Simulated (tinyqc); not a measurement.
Junction field-effect transistor with two gates, gradual channel with velocity saturation: course of the iteration: the saturation point by Newton steps.

A uniformly doped n-type channel, depleted from both sides by p+ gates; at channel potential V the depleted share of a is u = sqrt((Vbi - Vg + V)/Vp), s at the source. Electrons drift with v = mu E/(1 + mu E/vsat). Abrupt depletion edge, no series resistance, source at 0.

a is the channel (half-)thickness, Vp its pinch-off voltage and Z = mu Vp/(vsat L); an iterate with u > 1 is an overshoot, not a physical state. f = (1 - u)(1 + Z (u^2 - s^2)) - Z F/3, F = 3 (u^2 - s^2) - 2 (u^3 - s^3); f' = -(1 + Z (u^2 - s^2)); u(new) = u - f/f'.

Stop when u changes by less than 1e-10, or after 60 iterations.

u at the start = 0.77
Z = 16.4012
s = 0.532360

Course of the iteration:

| iteration | u | \|change\| |
|---|---|---|
| 1 | 0.714627 | 0.0554 |
| 2 | 0.706632 | 7.99e-3 |
| 3 | 0.706468 | 1.64e-4 |
| 4 | 0.706468 | 6.90e-8 |
| 5 | 0.706468 | 1.20e-14 |

Did this iteration meet its convergence test, and what does its course show?

Yes. Converged in 5 iterations. At the end the number of correct digits about doubles with each step.

Numbers from tinyqc (`OMP_NUM_THREADS=1 python tinyqc.py 2500013 2500014 out.jsonl`; about 0.06 s on one thread of a shared Intel Xeon 2.30GHz).
